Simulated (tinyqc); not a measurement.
# Berg model of reactive sputtering of a nitride or oxide: poisoning, hysteresis and pumping speed, step by step

A worked calculation. Computed by tinyqc, a small Python program that keeps every step. Command: `OMP_NUM_THREADS=1 python tinyqc.py 3005959 3005960 out.jsonl berg walk`. One thread of a shared host (Intel(R) Xeon(R) Processor @ 2.30GHz), about 0.08 s of CPU time with the checks. Intermediate numbers are printed to about 6 digits and carried at full precision; extremes and crossings named in words are read from the listed rows.

A diatomic gas reacts with bare metal on the target and on the collecting surfaces; ions remove metal and compound from the target. theta_t and theta_c are the compound fractions.

Inputs (values chosen for the exercise, close to those used for titanium nitride):
```
quantity                          value     unit
ion current density J               8.2  mA/cm^2
target area A_t                     200     cm^2
collecting area A_c                2000     cm^2
metal yield Y_m                    0.52        -
compound yield Y_c                 0.15        -
sticking coefficient alpha         0.53        -
reactive atoms per metal atom z       1        -
gas mass M                           28        u
pumping speed S                     110      l/s
gas temperature T                   300        K
reactive partial pressure P      0.0025       Pa
```

Constants: e = 1.602176634e-19 C; u = 1.6605390666e-27 kg; k_B = 1.380649e-23 J/K.

## Steady state at the pressure P

Ion flux j = J/e; gas flux F = P/sqrt(2 pi M k_B T). Target: (2/z) alpha F (1 - theta_t) = j Y_c theta_t. Sputtered flows F_c = j Y_c theta_t A_t, F_m = j Y_m (1 - theta_t) A_t. Collector: (2/z) alpha F (1 - theta_c) A_c + F_c (1 - theta_c) = F_m theta_c. Gas use Q = alpha F [(1 - theta_t) A_t + (1 - theta_c) A_c] + P S/(k_B T); 1 sccm = 4.4780e17 molecules/s. Rate R = F_m + F_c, given relative to j Y_m A_t.

ion flux j = 5.11804e+16 1/(cm^2 s)

gas flux F = 7.18694e+15 1/(cm^2 s)

theta_t = 0.498075

theta_c = 0.856923

gas use (sccm): target 0.85390, collector 2.43408, pump 0.14827

total flow Q = 3.43624 sccm

rate relative to clean metal = 0.645601

The target is partly covered. The film is 85.7 % compound. Caution: here dQ/dP is negative, a branch that flow control cannot hold.

## Critical pumping speed

P is a single-valued function of the flow Q only if dQ/dP > 0 everywhere: S must exceed k_B T times the steepest fall of the surface terms with P.

pressure of the steepest fall = 0.00376385 Pa

critical pumping speed = 259.852 l/s

S is 0.42 times the critical value: the flow curve is S-shaped and flow control shows hysteresis.

## The hysteresis loop

Turning points solve dQ/dP = 0; a jump keeps Q fixed; the width of the loop is the difference of the two turning flows.

Corners of the loop:
```
point                           P (Pa)  Q (sccm)   theta_t   theta_c  relative rate
edge of the metallic branch  0.0023262   3.43859  0.480067  0.843481       0.658414
landing, poisoned            0.0218482   3.43859  0.896611  0.995926       0.362027
edge of the poisoned branch  0.0099880   3.11500  0.798571  0.983027       0.431786
landing, metallic            0.0010721   3.11500  0.298516  0.651894       0.787594
```

width of the loop = 0.323585 sccm

Raising the flow past 3.44 sccm drops the rate from 0.658 to 0.362; the metallic mode returns only below 3.12 sccm. The best film reachable on the metallic branch is 84 % compound, so the region between needs pressure feedback. The pressure P of the inputs lies between the turning points, where dQ/dP is negative and flow control cannot hold it.

## Flow curve at three pumping speeds

The formulas are those given above.

Pressure as the free variable:
```
P (Pa)    theta_t   theta_c  relative rate  Q at S_c/4 (sccm)  Q at S_c (sccm)  Q at 2 S_c (sccm)
0.00019  0.070128  0.203638       0.950101            1.15653          1.17650             1.2031
0.00038  0.131065  0.352430       0.906742            1.91255          1.95248             2.0057
0.00075  0.229405  0.545510       0.836770            2.73915          2.81796             2.9230
0.00130  0.340374  0.706350       0.757811            3.22683          3.36342             3.5456
0.00230  0.477245  0.841296       0.660422            3.38268          3.62435             3.9466
0.00380  0.601330  0.919021       0.572131            3.25805          3.65733             4.1897
0.00600  0.704281  0.959869       0.498877            3.05611          3.68655             4.5272
0.00940  0.788635  0.981131       0.438856            2.88824          3.87595             5.1929
0.01500  0.856197  0.991813       0.390783            2.82887          4.40499             6.5065
0.03000  0.922528  0.997767       0.343586            3.08820          6.24044            10.4434
```

At S_c/4 the flow falls with pressure in 4 of the intervals: as the target poisons, less metal arrives to getter the gas. At 2 S_c it rises throughout. Coverages and rate depend on P alone, not on S. The collector converts before the target (theta_c = 0.84 at theta_t = 0.48), since the metal is spread over a larger area and no ions clean it. The rate tends to Y_c/Y_m = 0.288.

Checks made by the program: gas taken up by surfaces against gas bound in the growing film (relative difference below 1e-10).
